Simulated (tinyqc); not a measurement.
From results back to parameters: carbon nanotube by zone folding. Two cases, with inputs chosen for the exercise.

Problem. d = sqrt3 acc sqrt(n^2 + nm + m^2)/pi and tan(theta) = sqrt3 m/(2n + m). Diameter and chiral angle below belong to a hidden tube.

Case 1.

Values chosen (out of a larger set: near those used for carbon; not measured data): acc = 1.42 angstrom (bond length).

d = 8.718 angstrom
theta = 8.95 degrees

Case 2.

Values chosen (out of a larger set: near those used for carbon; not measured data): acc = 1.42 angstrom (bond length).

d = 11.691 angstrom
theta = 20.36 degrees

Find: n, m; type in zone folding.

Solution. With L = pi d/a, a = sqrt3 acc, the components of C are n + m/2 = L cos(theta) and sqrt3 m/2 = L sin(theta). The tube is metallic where n - m is a multiple of three.

Case 1.

n, m: 10  2

type in zone folding: semiconducting

Case 2.

n, m: 11  6

type in zone folding: semiconducting

Computed by tinyqc, one run a case: `OMP_NUM_THREADS=1 python tinyqc.py N N+1 out.jsonl` with N = 1451222, 1451278; one thread of a shared Intel(R) Xeon(R) Processor @ 2.30GHz, about 0.05 s a run at most.
